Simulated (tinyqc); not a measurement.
Schottky diode by thermionic emission with image-force lowering and series resistance: two steps of the calculation.

Metal on an n-type semiconductor with one parabolic valley; V > 0 is forward bias (metal positive). I = I0 [exp(Vj/(n Vt)) - 1] with Vj = V - I Rs; I0 = S A* T^2 exp(-(phi - dphi)/Vt), the lowering dphi taken at zero bias.

Values chosen for this exercise; band and dielectric values close to those of 4H silicon carbide:
```
symbol,value,unit,meaning
T,200,K,temperature
me,0.371,m0,electron mass
eps_r,9.76,,relative permittivity
phi,1.25,eV,barrier height seen from the metal
Nd,2.7e15,cm^-3,donor density
S,0.00058,cm^2,area
n,1.08,,ideality factor
Rs,4.3,ohm,series resistance
V,1.18,V,applied bias
```

Constants: q = 1.602176634e-19 C, kB = 1.380649e-23 J/K, h = 6.62607015e-34 J s, m0 = 9.1093837015e-31 kg, Vt = kB T/q, eps0 = 8.8541878128e-14 F/cm where lengths are in cm. Results are converted to the units shown.

Question 1. Saturation current. A* = 4 pi q me m0 kB^2/h^3 (times 1e-4 for A/(cm^2 K^2)); Nc = 2 (2 pi me m0 kB T/h^2)^1.5 (times 1e-6 for cm^-3); xi = Vt ln(Nc/Nd), Vbi = phi - xi; surface field Em = sqrt(2 q Nd (Vbi - V - Vt)/(eps0 eps_r)); dphi = sqrt(q Em/(4 pi eps0 eps_r)). Here V = 0 in Em.

Wanted: A*; Nc; Vbi; Em; dphi; I0.

Answer 1.

A* = 44.58 A/(cm^2 K^2)
Nc = 3.087e18 cm^-3
Vbi = 1.129 V
Em = 33.36 kV/cm
dphi = 22.18 meV
I0 = 1.189e-28 A

The lowering raises I0 by a factor of 3.62.

Question 2. Junction voltage. Newton step for g(Vj) = Vj + Rs I0 [exp(Vj/(n Vt)) - 1] - V = 0: Vj(new) = Vj - g/g', g' = 1 + Rs I0 exp(Vj/(n Vt))/(n Vt).

I0 = 1.1887088e-28 A
Vj after iteration 1 = 1.18 V

Wanted: Vj after iteration 2.

Answer 2.

Vj after iteration 2 = 1.1616 V

Range of the model: One isotropic valley is assumed; bands with several valleys have a larger Richardson constant and Nc.

Numbers from tinyqc (`OMP_NUM_THREADS=1 python tinyqc.py 2640096 2640097 out.jsonl`; about 0.01 s on one thread of a shared Intel Xeon 2.30GHz).
